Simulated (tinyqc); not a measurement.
Thresholds of impact ionisation and Auger recombination from band masses: sweeps and comparisons. A value that a table varies takes the place of the one given here.

Parabolic bands, no phonon. At threshold the three slow carriers share one velocity. With M their total mass and m4 the mass of the fast carrier, the fast carrier has the kinetic energy E_T = G M/(M - m4) and the slow ones together E_a = G m4/(M - m4), the activation energy of the Auger rate. CCCH (fast electron): G = Eg, M = 2 me + mh, m4 = me. CHHS (hole into the split-off band): G = Eg - Dso, M = 2 mh + me, m4 = ms; this form holds for Eg > Dso (below, the process needs about Dso - Eg and is marked by a dash). CHHL (hole into the light band): G = Eg, M = 2 mh + me, m4 = ml. CHHH (fast heavy hole): G = Eg, M = 2 mh + me, m4 = mh.

Non-parabolic fast electron: E (1 + alpha E) = c k^2/me with alpha = (1 - me)^2/Eg; the slow carriers stay parabolic, so E_T = Eg + me E_T (1 + alpha E_T)/M, M = 2 me + mh (the root between Eg and 1.9 Eg).

Constants: kB = 8.617333262e-05 eV/K; hc = 1239.841984 eV nm.

Parameters, chosen for this exercise (near those of InAs, gap at low temperature and not tied to T; the results hold for these values, not for the real material): Eg = 0.406 eV (gap at Gamma to the s-like level); Dso = 0.39 eV (spin-orbit splitting); me = 0.0266 m0 (electron mass at Gamma); mh = 0.45 m0 (heavy-hole mass); ms = 0.129 m0 (split-off mass); ml = 0.0271 m0 (light-hole mass); T = 200 K (temperature).

## The gap of an alloy series

Eg is varied with me and ml proportional to it; mh, ms and Dso are kept. E_a of three processes; wavelength hc/Eg.

Results:
```
Eg (eV),wavelength (micrometre),me,CCCH (meV),CCCH non-parabolic (meV),CHHS (meV),CHHL (meV),"log10 exp(-E_a/kT), non-parabolic"
0.122,10.16,0.0080,2.1,4.4,-,1.1,-0.11
0.203,6.11,0.0133,5.8,12.2,-,3.1,-0.31
0.304,4.08,0.0199,12.9,27.6,-,6.9,-0.70
0.406,3.05,0.0266,22.7,49.7,2.6,12.2,-1.25
0.508,2.44,0.0333,35.0,78.6,18.9,19.2,-1.98
0.650,1.91,0.0426,56.2,130.5,41.2,31.4,-3.29
0.812,1.53,0.0532,85.8,207.1,66.0,49.0,-5.22
```

How do the results move?

E_a of CCCH goes nearly as Eg^2 (power 1.95 over the table), as both G and me grow; the non-parabolic value goes with the power 2.03, and its Boltzmann factor spans 5.1 decades; rows with E_a far above kT are formal, since phonon-assisted processes and side valleys rule there. CHHS is resonant at Eg = Dso = 0.39 eV, with no activation, and is the easiest process near there; it has the lowest E_a of the parabolic values for Eg = 0.406 and 0.508 eV.

## The mass ratio

mu = me/mh is varied; thresholds in units of Eg for ionisation started by an electron, (1 + 2 mu)/(1 + mu), and by a heavy hole, (2 + mu)/(1 + mu).

Results:
```
mu,electron (Eg),hole (Eg),electron (eV),hole (eV)
0.022,1.0215,1.9785,0.415,0.803
0.036,1.0347,1.9653,0.420,0.798
0.059,1.0557,1.9443,0.429,0.789
0.120,1.1071,1.8929,0.450,0.768
0.400,1.2857,1.7143,0.522,0.696
1.000,1.5000,1.5000,0.609,0.609
2.900,1.7436,1.2564,0.708,0.510
```

What can be read from the table?

The two thresholds add up to 3 Eg in every row and are equal, 3/2 Eg, at mu = 1. The lighter carrier has the lower threshold; in the first row the two differ by 0.389 eV, which would favour one carrier in avalanche multiplication. Real ionisation rates depend on the whole band structure and can be nearly equal although the edge masses differ.

## What each parameter does

Activation energies. Each row changes one parameter from the base and keeps the others.

Results:
```
case,CCCH (meV),CCCH non-parabolic (meV),CHHL (meV)
base,22.66,49.71,12.23
Eg = 0.4466 eV,24.93,54.68,13.46
Dso = 0.429 eV,22.66,49.71,12.23
me = 0.0239 m0,20.48,44.49,12.27
mh = 0.405 m0,25.02,55.68,13.59
ms = 0.1419 m0,22.66,49.71,12.23
ml = 0.0298 m0,22.66,49.71,13.49
```

What does this show?

The largest shifts from the base row, up to three for each result and ties (the steps differ in size, so this ranks the rows, not the parameters). CCCH (meV): mh +2.36, Eg +2.27, me -2.18; unchanged at the printed digits by Dso, ms and ml. CCCH non-parabolic (meV): mh +5.97, me -5.21, Eg +4.97; unchanged at the printed digits by Dso, ms and ml. CHHL (meV): mh +1.36, ml +1.26, Eg +1.22; unchanged at the printed digits by Dso and ms.

tinyqc: `OMP_NUM_THREADS=1 python tinyqc.py 1851053 1851054 out.jsonl`; about 0.01 s, one thread, shared Intel(R) Xeon(R) Processor @ 2.30GHz.
